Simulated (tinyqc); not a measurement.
UHF in the 3-21g basis, for H3-, spin multiplicity 1, step by step (part 2 of 2). The basis has no diffuse functions, so it cannot describe the extra electron: this is an exercise in the method, not the real anion. Computed by tinyqc, a small Python program that keeps every step (integrals from PySCF). Command: `OMP_NUM_THREADS=1 python tinyqc.py 22821 22822 out.jsonl` (the two numbers bound the seeds that draw the settings). One thread of a shared host (Intel(R) Xeon(R) Processor @ 2.60GHz), about 0.2 s of CPU time with the checks.

Geometry (angstrom):
```
atom         x         y          z
H     0.000000  0.000000   0.000000
H     0.000000  0.000000   0.939000
H     0.000000  0.167000  -0.924000
```

## Iteration 2: DIIS over 2 matrices

error matrix X^T (FDS - SDF) X (alpha):
$$\begin{pmatrix}
0.000000 & -0.005182 & 0.000023 & -0.038063 & -0.081833 & 0.001773 \\
0.005182 & 0.000000 & -0.000563 & -0.058575 & -0.110911 & 0.008557 \\
-0.000023 & 0.000563 & 0.000000 & -0.003059 & -0.000448 & -0.055087 \\
0.038063 & 0.058575 & 0.003059 & 0.000000 & 0.122739 & 0.047541 \\
0.081833 & 0.110911 & 0.000448 & -0.122739 & 0.000000 & -0.011456 \\
-0.001773 & -0.008557 & 0.055087 & -0.047541 & 0.011456 & 0.000000
\end{pmatrix}$$

B (overlaps of the stored error matrices):
$$\begin{pmatrix}
8.5240712e-01 & 3.7967636e-01 \\
3.7967636e-01 & 1.7792736e-01
\end{pmatrix}$$

Minimise |sum c_i e_i|^2 with sum c_i = 1: solve [B -1; -1 0][c; lambda] = [0; -1] with B_ij = tr e_i^T e_j summed over both spins, and take F = sum c_i F_i.

DIIS coefficients: [-0.744511, 1.744511]

extrapolated F(alpha) (hartree), order 1H 1s, 1H 2s, 2H 1s, 2H 2s, 3H 1s, 3H 2s:
$$\begin{pmatrix}
0.475831 & -0.296151 & -0.319369 & -0.312076 & -0.272355 & -0.260114 \\
-0.296151 & -0.148082 & -0.256055 & -0.161736 & -0.268245 & -0.159922 \\
-0.319369 & -0.256055 & 0.614834 & -0.198885 & -0.021610 & -0.120256 \\
-0.312076 & -0.161736 & -0.198885 & -0.026559 & -0.111653 & -0.133991 \\
-0.272355 & -0.268245 & -0.021610 & -0.111653 & 0.443819 & -0.307953 \\
-0.260114 & -0.159922 & -0.120256 & -0.133991 & -0.307953 & -0.097153
\end{pmatrix}$$

extrapolated F(beta) (hartree), order 1H 1s, 1H 2s, 2H 1s, 2H 2s, 3H 1s, 3H 2s:
$$\begin{pmatrix}
0.475826 & -0.296153 & -0.272341 & -0.260104 & -0.319381 & -0.312085 \\
-0.296153 & -0.148082 & -0.268232 & -0.159917 & -0.256066 & -0.161739 \\
-0.272341 & -0.268232 & 0.443835 & -0.307943 & -0.021610 & -0.111650 \\
-0.260104 & -0.159917 & -0.307943 & -0.097145 & -0.120259 & -0.133991 \\
-0.319381 & -0.256066 & -0.021610 & -0.120259 & 0.614813 & -0.198897 \\
-0.312085 & -0.161739 & -0.111650 & -0.133991 & -0.198897 & -0.026567
\end{pmatrix}$$

## Iteration 2: diagonalisation and new density

X, order 1H 1s, 1H 2s, 2H 1s, 2H 2s, 3H 1s, 3H 2s:
$$\begin{pmatrix}
-0.772038 & -0.000009 & 0.672206 & 0.936295 & -0.000011 & 0.223222 \\
3.133569 & -0.000010 & -0.510399 & 0.128666 & 0.000000 & 0.304506 \\
0.261467 & -0.821836 & 0.727542 & -0.497451 & 0.475740 & 0.168852 \\
-1.773694 & 1.089977 & -0.489881 & -0.163434 & 0.358709 & 0.245288 \\
0.261484 & 0.821819 & 0.727549 & -0.497475 & -0.475726 & 0.168857 \\
-1.773763 & -1.089944 & -0.489902 & -0.163459 & -0.358694 & 0.245292
\end{pmatrix}$$

D(alpha) after iteration 1, order 1H 1s, 1H 2s, 2H 1s, 2H 2s, 3H 1s, 3H 2s:
$$\begin{pmatrix}
0.104479 & 0.135190 & 0.059973 & 0.121942 & -0.054024 & -0.081785 \\
0.135190 & 0.244323 & 0.083048 & 0.194641 & -0.052178 & -0.158906 \\
0.059973 & 0.083048 & 0.041209 & 0.082658 & -0.056369 & -0.103156 \\
0.121942 & 0.194641 & 0.082658 & 0.177414 & -0.099130 & -0.210683 \\
-0.054024 & -0.052178 & -0.056369 & -0.099130 & 0.183146 & 0.309120 \\
-0.081785 & -0.158906 & -0.103156 & -0.210683 & 0.309120 & 0.629568
\end{pmatrix}$$

D(beta) after iteration 1, order 1H 1s, 1H 2s, 2H 1s, 2H 2s, 3H 1s, 3H 2s:
$$\begin{pmatrix}
0.104482 & 0.135190 & -0.054029 & -0.081794 & 0.059975 & 0.121941 \\
0.135190 & 0.244317 & -0.052177 & -0.158902 & 0.083048 & 0.194632 \\
-0.054029 & -0.052177 & 0.183143 & 0.309120 & -0.056367 & -0.099119 \\
-0.081794 & -0.158902 & 0.309120 & 0.629573 & -0.103154 & -0.210663 \\
0.059975 & 0.083048 & -0.056367 & -0.103154 & 0.041209 & 0.082655 \\
0.121941 & 0.194632 & -0.099119 & -0.210663 & 0.082655 & 0.177398
\end{pmatrix}$$

overlap S, order 1H 1s, 1H 2s, 2H 1s, 2H 2s, 3H 1s, 3H 2s:
$$\begin{pmatrix}
1.000000 & 0.645899 & 0.239961 & 0.401199 & 0.239982 & 0.401211 \\
0.645899 & 1.000000 & 0.401199 & 0.749457 & 0.401211 & 0.749470 \\
0.239961 & 0.401199 & 1.000000 & 0.645899 & 0.004763 & 0.097809 \\
0.401199 & 0.749457 & 0.645899 & 1.000000 & 0.097809 & 0.318417 \\
0.239982 & 0.401211 & 0.004763 & 0.097809 & 1.000000 & 0.645899 \\
0.401211 & 0.749470 & 0.097809 & 0.318417 & 0.645899 & 1.000000
\end{pmatrix}$$

A level shift of 0.2 hartree raises the virtual space: F + shift (S - S D(s) S), with D(s) the density of one spin. Diagonalise F' = X^T F X, C = X C', fill 2 alpha and 2 beta electrons from the bottom; D(s) = C_occ C_occ^T; the new density keeps 0.2 of the old one (damping). Each column has its largest component positive (the first on a tie).

F' = X^T F X (alpha) (hartree):
$$\begin{pmatrix}
1.371228 & -0.020953 & -0.078359 & -0.569686 & -0.065381 & 0.010408 \\
-0.020953 & 1.599176 & -0.012254 & -0.021339 & -0.472291 & -0.013888 \\
-0.078359 & -0.012254 & 1.575993 & -0.134697 & 0.022132 & -0.001834 \\
-0.569686 & -0.021339 & -0.134697 & 1.454294 & -0.162268 & -0.033260 \\
-0.065381 & -0.472291 & 0.022132 & -0.162268 & 0.200693 & 0.035552 \\
0.010408 & -0.013888 & -0.001834 & -0.033260 & 0.035552 & -0.294028
\end{pmatrix}$$

orbital energies (alpha) (hartree): MO1 -0.297130, MO2 0.024108, MO3 0.842568, MO4 1.598565, MO5 1.744503, MO6 1.994741

coefficients C (alpha), order 1H 1s, 1H 2s, 2H 1s, 2H 2s, 3H 1s, 3H 2s:
$$\begin{pmatrix}
0.237584 & -0.082534 & 0.194075 & -0.769767 & 0.203897 & -1.113257 \\
0.283904 & -0.407369 & 2.190756 & 1.179856 & -0.362565 & 1.902516 \\
0.135549 & -0.181596 & -0.024058 & -0.557005 & 0.943845 & 0.722750 \\
0.209693 & -0.426714 & -1.602666 & -0.056585 & -0.807183 & -1.157684 \\
0.191685 & 0.239623 & 0.029736 & -0.783887 & -0.882841 & 0.535225 \\
0.296094 & 0.864408 & -1.320477 & 0.218673 & 1.042784 & -1.037312
\end{pmatrix}$$

F' = X^T F X (beta) (hartree):
$$\begin{pmatrix}
1.371229 & 0.020965 & -0.078358 & -0.569683 & 0.065385 & 0.010409 \\
0.020965 & 1.599175 & 0.012237 & 0.021322 & -0.472290 & 0.013885 \\
-0.078358 & 0.012237 & 1.575992 & -0.134697 & -0.022125 & -0.001836 \\
-0.569683 & 0.021322 & -0.134697 & 1.454301 & 0.162243 & -0.033263 \\
0.065385 & -0.472290 & -0.022125 & 0.162243 & 0.200681 & -0.035543 \\
0.010409 & 0.013885 & -0.001836 & -0.033263 & -0.035543 & -0.294027
\end{pmatrix}$$

orbital energies (beta) (hartree): MO1 -0.297128, MO2 0.024104, MO3 0.842569, MO4 1.598569, MO5 1.744493, MO6 1.994743

coefficients C (beta), order 1H 1s, 1H 2s, 2H 1s, 2H 2s, 3H 1s, 3H 2s:
$$\begin{pmatrix}
0.237587 & -0.082537 & 0.194074 & -0.769787 & 0.203834 & -1.113254 \\
0.283911 & -0.407350 & 2.190757 & 1.179887 & -0.362518 & 1.902507 \\
0.191673 & 0.239628 & 0.029733 & -0.783774 & -0.882984 & 0.535152 \\
0.296074 & 0.864415 & -1.320416 & 0.218543 & 1.042884 & -1.037224 \\
0.135560 & -0.181595 & -0.024056 & -0.557140 & 0.943718 & 0.722812 \\
0.209707 & -0.426687 & -1.602721 & -0.056462 & -0.807108 & -1.157756
\end{pmatrix}$$

D(alpha) after iteration 2, order 1H 1s, 1H 2s, 2H 1s, 2H 2s, 3H 1s, 3H 2s:
$$\begin{pmatrix}
0.071502 & 0.107896 & 0.049748 & 0.092419 & 0.009807 & -0.017154 \\
0.107896 & 0.246105 & 0.106577 & 0.225618 & -0.044991 & -0.246238 \\
0.049748 & 0.106577 & 0.049322 & 0.101262 & -0.025299 & -0.114102 \\
0.092419 & 0.225618 & 0.101262 & 0.216328 & -0.069470 & -0.287550 \\
0.009807 & -0.044991 & -0.025299 & -0.069470 & 0.111959 & 0.272935 \\
-0.017154 & -0.246238 & -0.114102 & -0.287550 & 0.272935 & 0.793812
\end{pmatrix}$$

D(beta) after iteration 2, order 1H 1s, 1H 2s, 2H 1s, 2H 2s, 3H 1s, 3H 2s:
$$\begin{pmatrix}
0.071504 & 0.107898 & 0.009803 & -0.017162 & 0.049752 & 0.092421 \\
0.107898 & 0.246095 & -0.044991 & -0.246229 & 0.106577 & 0.225606 \\
0.009803 & -0.044991 & 0.111957 & 0.272934 & -0.025299 & -0.069465 \\
-0.017162 & -0.246229 & 0.272934 & 0.793813 & -0.114101 & -0.287529 \\
0.049752 & 0.106577 & -0.025299 & -0.114101 & 0.049324 & 0.101261 \\
0.092421 & 0.225606 & -0.069465 & -0.287529 & 0.101261 & 0.216311
\end{pmatrix}$$

## Iteration 16 (converged): orbitals

converged F(alpha) (hartree), order 1H 1s, 1H 2s, 2H 1s, 2H 2s, 3H 1s, 3H 2s:
$$\begin{pmatrix}
0.491745 & -0.283957 & -0.297577 & -0.281685 & -0.297589 & -0.281694 \\
-0.283957 & -0.130518 & -0.258481 & -0.150041 & -0.258492 & -0.150045 \\
-0.297577 & -0.258481 & 0.537000 & -0.248122 & -0.018571 & -0.112949 \\
-0.281685 & -0.150041 & -0.248122 & -0.052687 & -0.112952 & -0.126934 \\
-0.297589 & -0.258492 & -0.018571 & -0.112952 & 0.536981 & -0.248134 \\
-0.281694 & -0.150045 & -0.112949 & -0.126934 & -0.248134 & -0.052696
\end{pmatrix}$$

converged F(beta) (hartree), order 1H 1s, 1H 2s, 2H 1s, 2H 2s, 3H 1s, 3H 2s:
$$\begin{pmatrix}
0.491745 & -0.283957 & -0.297576 & -0.281684 & -0.297590 & -0.281695 \\
-0.283957 & -0.130518 & -0.258481 & -0.150041 & -0.258493 & -0.150045 \\
-0.297576 & -0.258481 & 0.536998 & -0.248124 & -0.018571 & -0.112949 \\
-0.281684 & -0.150041 & -0.248124 & -0.052689 & -0.112952 & -0.126934 \\
-0.297590 & -0.258493 & -0.018571 & -0.112952 & 0.536982 & -0.248133 \\
-0.281695 & -0.150045 & -0.112949 & -0.126934 & -0.248133 & -0.052695
\end{pmatrix}$$

Diagonalise F' = X^T F X, C = X C', fill 2 alpha and 2 beta electrons from the bottom; D(s) = C_occ C_occ^T. Each column has its largest component positive (the first on a tie).

F' = X^T F X (alpha) (hartree):
$$\begin{pmatrix}
1.181896 & 0.000006 & -0.079253 & -0.557441 & 0.000000 & 0.020220 \\
0.000006 & 1.411204 & -0.000008 & -0.000009 & -0.436852 & -0.000001 \\
-0.079253 & -0.000008 & 1.383213 & -0.136804 & 0.000003 & -0.013432 \\
-0.557441 & -0.000009 & -0.136804 & 1.295721 & -0.000013 & -0.020385 \\
0.000000 & -0.436852 & 0.000003 & -0.000013 & 0.178306 & 0.000004 \\
0.020220 & -0.000001 & -0.013432 & -0.020385 & 0.000004 & -0.282628
\end{pmatrix}$$

orbital energies (alpha) (hartree): MO1 -0.283142, MO2 0.039209, MO3 0.647593, MO4 1.408424, MO5 1.550300, MO6 1.805328

coefficients C (alpha), order 1H 1s, 1H 2s, 2H 1s, 2H 2s, 3H 1s, 3H 2s:
$$\begin{pmatrix}
0.245809 & 0.000000 & 0.198329 & -0.785594 & -0.000034 & -1.121368 \\
0.271968 & 0.000016 & 2.242587 & 1.222883 & 0.000029 & 1.894845 \\
0.167386 & 0.203970 & 0.004804 & -0.668402 & -0.927498 & 0.631455 \\
0.256120 & 0.672490 & -1.486648 & 0.064972 & 0.929799 & -1.092182 \\
0.167398 & -0.203966 & 0.004809 & -0.668535 & 0.927355 & 0.631526 \\
0.256138 & -0.672482 & -1.486703 & 0.065106 & -0.929711 & -1.092264
\end{pmatrix}$$

F' = X^T F X (beta) (hartree):
$$\begin{pmatrix}
1.181896 & 0.000007 & -0.079253 & -0.557441 & 0.000003 & 0.020220 \\
0.000007 & 1.411204 & -0.000008 & -0.000008 & -0.436852 & -0.000001 \\
-0.079253 & -0.000008 & 1.383213 & -0.136804 & 0.000004 & -0.013432 \\
-0.557441 & -0.000008 & -0.136804 & 1.295721 & -0.000009 & -0.020385 \\
0.000003 & -0.436852 & 0.000004 & -0.000009 & 0.178306 & 0.000004 \\
0.020220 & -0.000001 & -0.013432 & -0.020385 & 0.000004 & -0.282628
\end{pmatrix}$$

orbital energies (beta) (hartree): MO1 -0.283142, MO2 0.039209, MO3 0.647593, MO4 1.408424, MO5 1.550300, MO6 1.805328

coefficients C (beta), order 1H 1s, 1H 2s, 2H 1s, 2H 2s, 3H 1s, 3H 2s:
$$\begin{pmatrix}
0.245809 & -0.000003 & 0.198329 & -0.785594 & -0.000031 & -1.121368 \\
0.271968 & 0.000001 & 2.242587 & 1.222883 & 0.000024 & 1.894845 \\
0.167386 & 0.203970 & 0.004806 & -0.668403 & -0.927498 & 0.631454 \\
0.256122 & 0.672499 & -1.486644 & 0.064973 & 0.929801 & -1.092181 \\
0.167397 & -0.203966 & 0.004808 & -0.668534 & 0.927354 & 0.631528 \\
0.256136 & -0.672473 & -1.486708 & 0.065105 & -0.929708 & -1.092265
\end{pmatrix}$$

D(alpha) after iteration 16, order 1H 1s, 1H 2s, 2H 1s, 2H 2s, 3H 1s, 3H 2s:
$$\begin{pmatrix}
0.060422 & 0.066852 & 0.041145 & 0.062956 & 0.041148 & 0.062961 \\
0.066852 & 0.073967 & 0.045527 & 0.069667 & 0.045524 & 0.069651 \\
0.041145 & 0.045527 & 0.069621 & 0.180038 & -0.013583 & -0.094292 \\
0.062956 & 0.069667 & 0.180038 & 0.517840 & -0.094291 & -0.386635 \\
0.041148 & 0.045524 & -0.013583 & -0.094291 & 0.069624 & 0.180040 \\
0.062961 & 0.069651 & -0.094292 & -0.386635 & 0.180040 & 0.517838
\end{pmatrix}$$

D(beta) after iteration 16, order 1H 1s, 1H 2s, 2H 1s, 2H 2s, 3H 1s, 3H 2s:
$$\begin{pmatrix}
0.060422 & 0.066852 & 0.041144 & 0.062955 & 0.041148 & 0.062962 \\
0.066852 & 0.073967 & 0.045524 & 0.069658 & 0.045526 & 0.069660 \\
0.041144 & 0.045524 & 0.069622 & 0.180040 & -0.013583 & -0.094290 \\
0.062955 & 0.069658 & 0.180040 & 0.517853 & -0.094293 & -0.386635 \\
0.041148 & 0.045526 & -0.013583 & -0.094293 & 0.069624 & 0.180038 \\
0.062962 & 0.069660 & -0.094290 & -0.386635 & 0.180038 & 0.517826
\end{pmatrix}$$

## Convergence

Stop when the energy changes by less than 1e-08 hartree and every element of the error matrix X^T (F D S - S D F) X (for each spin) is below 3e-05.

Course of the cycle:
```
iteration  E (hartree)     change  largest element of the error matrix
1          -1.11520802          -                             2.72e-01
2          -1.38934437  -2.74e-01                             1.23e-01
3          -1.48304131  -9.37e-02                             5.71e-02
4          -1.51091413  -2.79e-02                             2.81e-02
5          -1.52054194  -9.63e-03                             1.30e-02
6          -1.52428800  -3.75e-03                             4.54e-03
7          -1.52578041  -1.49e-03                             2.23e-03
8          -1.52623202  -4.52e-04                             9.71e-04
9          -1.52634972  -1.18e-04                             4.13e-04
10         -1.52637759  -2.79e-05                             1.70e-04
11         -1.52638386  -6.27e-06                             6.93e-05
12         -1.52638522  -1.36e-06                             2.81e-05
13         -1.52638551  -2.90e-07                             1.13e-05
14         -1.52638557  -6.06e-08                             4.55e-06
15         -1.52638558  -1.26e-08                             1.83e-06
16         -1.52638559  -2.58e-09                             7.30e-07
```

PySCF UHF in the same basis, after a stability check = -1.52638559 hartree

Converged in 16 iterations.

## Populations, bond orders and dipole

Mulliken: Z minus the diagonal of D S on the atom; Loewdin: the same with S^(1/2) D S^(1/2); Mayer order: 2 sum_s sum (D(s) S)_ij (D(s) S)_ji over the two atoms.

Charges (e):
```
atom   Mulliken    Loewdin  Mulliken spin
1H     0.136082   0.106325      -1.52e-09
2H    -0.568053  -0.553176      -0.000007
3H    -0.568029  -0.553149       0.000007
```

Mayer bond orders:
```
pair     order
2-1   0.490729
3-1   0.490753
3-2   0.120614
```

dipole moment about the origin, x y z (debye): [0.000000, -0.448336, -0.040392]

<S^2> of the determinant (pure state: 0) = 4.46e-11
